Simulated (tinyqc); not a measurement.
Hole doping of the spin-split valence bands: two-band massive Dirac model of the K valleys.

Basis (conduction, valence): H = [[D/2, a t (tau kx - i ky)], [a t (tau kx + i ky), -D/2 + lam tau sz]], valley tau = +/-1, spin sz = +/-1. The gap of a spin and valley is G = D - lam tau sz. Berry curvature Omega = curl of i<u|grad u>; for the conduction band Omega_c = -tau 2 a^2 t^2 G/(G^2 + 4 a^2 t^2 k^2)^(3/2), and Omega_v = -Omega_c.

Values chosen for the exercise (near those used for monolayer WS2; not measured data):
- a = 3.199 angstrom (lattice constant)
- D = 1.81 eV (gap parameter)
- t = 1.36 eV (effective hopping)
- lam = 0.221 eV (half the valence spin splitting)

The Fermi level lies E below the top of the valence band. kF for the upper and lower band of valley +1 from the two-band energy; each flavour holds kF^2/(4 pi) holes per area and both valleys count. Spin polarisation within one valley; Berry flux removed from valley +1, the sum of (1 - cos(theta_F))/2 with cos(theta_F) = G/sqrt(G^2 + 4 a^2 t^2 kF^2), in units of 2 pi.

Holes:
```
E (meV)  kF upper (1/angstrom)  kF lower  p (1e12/cm^2)  spin polarisation in a valley  flux/2 pi
55.2                    0.0693    0.0000           7.64                          1.000     0.0325
110.5                   0.0996    0.0000          15.79                          1.000     0.0610
221.0                   0.1454    0.0000          33.63                          1.000     0.1088
331.5                   0.1834    0.0000          53.53                          1.000     0.1472
419.9                   0.2111    0.0000          70.93                          1.000     0.1729
486.2                   0.2309    0.0696          92.55                          0.833     0.2107
663.0                   0.2809    0.1622         167.39                          0.500     0.3168
884.0                   0.3398    0.2403         275.73                          0.333     0.4150
```

Up to E = 2 lam = 442 meV, a density of 75.5e12/cm^2, only the upper band of this model is emptied and each valley is fully spin-polarised, oppositely in the two. Beyond it the polarisation falls, to 0.33 in the last row. The flux, times e^2/h, is in size the change of the Hall conductivity of one valley; the other valley cancels it in the charge current. Rows with kF above about 0.2 1/angstrom lie beyond the range of the model, and in real layers the valley at Gamma, close below in MoS2 and WS2, can take holes as well.

Run: tinyqc, `OMP_NUM_THREADS=1 python tinyqc.py 1481060 1481061 out.jsonl`; Intel(R) Xeon(R) Processor @ 2.30GHz, one thread, shared host; about 0.01 s of CPU time with all checks.
